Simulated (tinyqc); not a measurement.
Density dependence: plasmons of a degenerate electron gas in the random-phase approximation.

Zero temperature, parabolic band: kF = (3 pi^2 n)^(1/3), EF = c kF^2/m, Ep^2 = 8 pi c e2 n/(m eb), qTF^2 = 6 pi e2 n/(eb EF), c = hbar^2/2m0, e2 = e^2/(4 pi eps0), n in 1/angstrom^3 (1e-24 per 1/cm^3).

Lindhard function: eps(q, E)/eb = 1 + (qTF/q)^2 (f1 + i f2) with z = q/(2 kF), u = E/(hbar vF q), hbar vF = 2 c kF/m; f1 = 1/2 + [h(z - u) + h(z + u)]/(8 z), h(x) = (1 - x^2) ln|(x + 1)/(x - 1)|; f2 = pi u/2 for z + u < 1, (pi/(8 z))(1 - (z - u)^2) for |z - u| < 1 < z + u, else 0. Pairs exist for c (q^2 - 2 q kF)/m < E < c (q^2 + 2 q kF)/m.

Constants: hbar^2/2m0 = 3.80998211 eV angstrom^2; e^2/(4 pi eps0) = 14.39964547 eV angstrom; a0 (Bohr radius) = 0.5291772105 angstrom.

Parameters, chosen for this exercise (out of a larger set: a free-electron density near that of Al; not measured data): n = 1.78e+23 1/cm^3 (electron density); m = 1 m0 (mass); eb = 1 (background dielectric constant).

n is multiplied by the factor listed.

Results:

| factor | rs | EF (eV) | Ep (eV) | Ep/EF | qc/kF | alpha = 3 EF/(5 Ep) |
|---|---|---|---|---|---|---|
| 0.10 | 4.490 | 2.486 | 4.954 | 1.993 | 0.987 | 0.301 |
| 0.20 | 3.564 | 3.946 | 7.006 | 1.775 | 0.906 | 0.338 |
| 0.50 | 2.626 | 7.269 | 11.08 | 1.524 | 0.808 | 0.394 |
| 1.0 | 2.084 | 11.54 | 15.67 | 1.358 | 0.740 | 0.442 |
| 2.0 | 1.654 | 18.32 | 22.16 | 1.210 | 0.678 | 0.496 |
| 5.0 | 1.219 | 33.74 | 35.03 | 1.038 | 0.604 | 0.578 |
| 10 | 0.967 | 53.56 | 49.54 | 0.925 | 0.553 | 0.649 |

What does the comparison show, and why?

Over two decades Ep grows by 10.0 (n^(1/2)) and EF by 21.5 (n^(2/3)), so Ep/EF falls from 1.993 to 0.925 as sqrt(rs), and qc/kF from 0.987 to 0.553: in a dense gas the plasmon enters the continuum earlier on the scale of kF. alpha is the coefficient in E = Ep + alpha hbar^2 q^2/(m m0). The random-phase values are only rough in the rows with rs above about 2 (up to 4.5 here).

Run: tinyqc, `OMP_NUM_THREADS=1 python tinyqc.py 1651348 1651349 out.jsonl`; Intel(R) Xeon(R) Processor @ 2.30GHz, one thread, shared host; about 0.01 s of CPU time with all checks.
